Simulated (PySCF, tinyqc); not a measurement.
Inside a calculation. Method: CIS on RHF in the sto-6g basis, for H3-, spin multiplicity 1. The basis has no diffuse functions, so it cannot describe the extra electron: this is an exercise in the method, not the real anion. The lowest restricted solution is unstable here: a spin-polarised one lies 0.1670 hartree lower (PySCF). One step of it, computed by the program tinyqc.

Task: CIS matrix, singlets. A(ia,jb) = (e_a - e_i) d_ij d_ab + 2 (ia|jb) - (ij|ab).

orbital energies (hartree): MO1 -0.137790, MO2 0.575421, MO3 0.826066

Two-electron integrals over orbitals (pq|rs), unique and non-zero (hartree):
```
(11|11) 0.586850    (21|11) -0.030762   (21|21) 0.110184    (22|11) 0.528380
(22|21) 0.114577    (22|22) 0.707797    (31|31) 0.169703    (32|31) -0.084247
(32|32) 0.051676    (33|11) 0.587930    (33|21) -0.084201   (33|22) 0.469383
(33|33) 0.648357
```

Give: CIS matrix A, singlet.

Result:

CIS matrix A, singlet (hartree):
```
        1>3     2>3
1>3   0.715  -0.084
2>3  -0.084  -0.115
```
